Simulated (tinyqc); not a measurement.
Coherent transport through a tight-binding region between two chains, step by step. Computed by tinyqc, a small Python program that keeps every step. Settings: temperature = 4, mu = -0.06. Command: `OMP_NUM_THREADS=1 python tinyqc.py 23935 23936 out.jsonl` (the two numbers bound the seeds that draw the settings). One thread of a shared host (Intel(R) Xeon(R) Processor @ 2.60GHz), about 0.07 s of CPU time with the checks.

## Transmission at E = -0.69 eV

H of the central region (eV):
```
[[0.000000, -2.010000, 0.000000, 0.000000, 0.000000],
 [-2.010000, 0.000000, -2.010000, 0.000000, 0.000000],
 [0.000000, -2.010000, 0.000000, -2.010000, 0.000000],
 [0.000000, 0.000000, -2.010000, 0.000000, -0.460000],
 [0.000000, 0.000000, 0.000000, -0.460000, 0.000000]]
```

Leads: semi-infinite chains with site energy 0:
```
parameter                           value
lead hopping t (eV)              1.160000
coupling to the left lead (eV)   0.240000
coupling to the right lead (eV)  1.390000
left contact site                       1
right contact site                      5
```

E = -0.690000 eV

Surface Green function g = (E - i sqrt(4 t^2 - E^2)) / (2 t^2); self-energy tc^2 g on each contact site; G = (E - H - Sigma)^(-1); Gamma = -2 Im Sigma; T = Gamma_L Gamma_R |G_LR|^2; local density of states -Im G_ii / pi.

g = -0.256391-0.823059i 1/eV

G (1/eV):
```
[[0.466499-0.082075i, 0.652290-0.038575i, -0.242578+0.068833i, -0.735563+0.062204i, -0.043385-0.207464i],
 [0.652290-0.038575i, 0.218218-0.028344i, -0.079867+0.028845i, -0.245635+0.038246i, -0.019468-0.068671i],
 [-0.242578+0.068833i, -0.079867+0.028845i, 0.215161-0.058931i, 0.651241-0.049075i, 0.036702+0.183890i],
 [-0.735563+0.062204i, -0.245635+0.038246i, 0.651241-0.049075i, 0.469196-0.055092i, 0.032067+0.131798i],
 [-0.043385-0.207464i, -0.019468-0.068671i, 0.036702+0.183890i, 0.032067+0.131798i, -0.112270-0.605822i]]
```

local density of states (1/eV): [0.026125, 0.009022, 0.018758, 0.017536, 0.192839]

transmission = 0.013547

## Transmission across the band

The same steps on a grid of energies.

T(E):
```
E (eV)              T
-2.20400000  0.002304
-1.98360000  0.005419
-1.76320000  0.011687
-1.54280000  0.037155
-1.32240000  0.398606
-1.10200000  0.113235
-0.88160000  0.026186
-0.66120000  0.012587
-0.44080000  0.008311
-0.22040000  0.006672
0.00000000   0.006226
0.22040000   0.006672
0.44080000   0.008311
0.66120000   0.012587
0.88160000   0.026186
1.10200000   0.113235
1.32240000   0.398606
1.54280000   0.037155
1.76320000   0.011687
1.98360000   0.005419
2.20400000   0.002304
```

levels of the isolated region (eV): [-3.261381, -1.302035, 0.000000, 1.302035, 3.261381]

## Current

I = (2e/h) int T(E) [f(E - mu - V/2) - f(E - mu + V/2)] dE at 4 K with mu = -0.06 eV, the bias not changing H; 2e^2/h = 77.48092 microsiemens; the integral runs over the band on 4001 points.

Current:
```
V (volt)  I (microampere)
0.010000         0.004849
0.050000         0.024250
0.100000         0.048544
0.200000         0.097436
0.400000         0.197728
0.800000         0.420577
```
